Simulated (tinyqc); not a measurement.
On-chip interconnect, size-dependent resistivity and RC delay: course in time.

A rectangular line between two neighbours and two ground planes. Surface and grain-boundary scattering are added to the bulk resistivity as corrections; capacitances are parallel-plate values without fringing; inductance is ignored.

4 equal pi sections: series Rs = r Lw/4; node capacitances c Lw/4, halved at nodes 0 and 4, with Cl added to node 4; Rd feeds node 0. Elmore delay of node k: the sum, over the resistors on the path to k, of resistance times all capacitance downstream of it.

A 1 V step is applied behind Rd at t = 0. C dv/dt = -G v + b, with G the conductance matrix of the ladder (1/Rs between neighbours, 1/Rd added at node 0) and b = (1 V/Rd, 0, ...). Trapezoidal step: (C/dt + G/2) v(new) = (C/dt - G/2) v + b. The last column solves the same ladder exactly by its modes.

Values chosen for this exercise: driver resistance Rd = 8400 ohm; time step dt = 41 ps.

Rs = 94.2449 ohm
C, node 0 to 4 (fF): 1.94945  3.89890  3.89890  3.89890  2.46945

Voltages (V):
```
t (ps)   node 0   node 2   node 4  node 4, exact
41.000  0.28521  0.25666  0.24659        0.25214
82.000  0.44630  0.45253  0.45422        0.44504
123.00  0.61341  0.59176  0.58473        0.58818
164.00  0.69142  0.70060  0.70288        0.69440
205.00  0.79289  0.77549  0.77043        0.77322
246.00  0.82620  0.83657  0.83889        0.83171
287.00  0.89091  0.87622  0.87252        0.87512
328.00  0.90046  0.91110  0.91318        0.90733
369.00  0.94430  0.93146  0.92873        0.93123
410.00  0.94149  0.95193  0.95367        0.94897
451.00  0.97326  0.96177  0.95977        0.96213
492.00  0.96427  0.97430  0.97567        0.97190
```

The far end of the ladder reaches 0.5 V at 96.33 ps, 0.696 of its Elmore delay (ln 2 = 0.693 for a single pole); the slowest mode has a time constant of 137.4 ps. The largest error of the trapezoidal steps at that node is 9.2 mV. Node 0 swings up and down from step to step: the trapezoidal rule does not damp modes much faster than dt, so these swings are numerical.

tinyqc, about 0.01 s, one thread, Intel Xeon 2.30GHz (shared host): `OMP_NUM_THREADS=1 python tinyqc.py 2100118 2100119 out.jsonl`
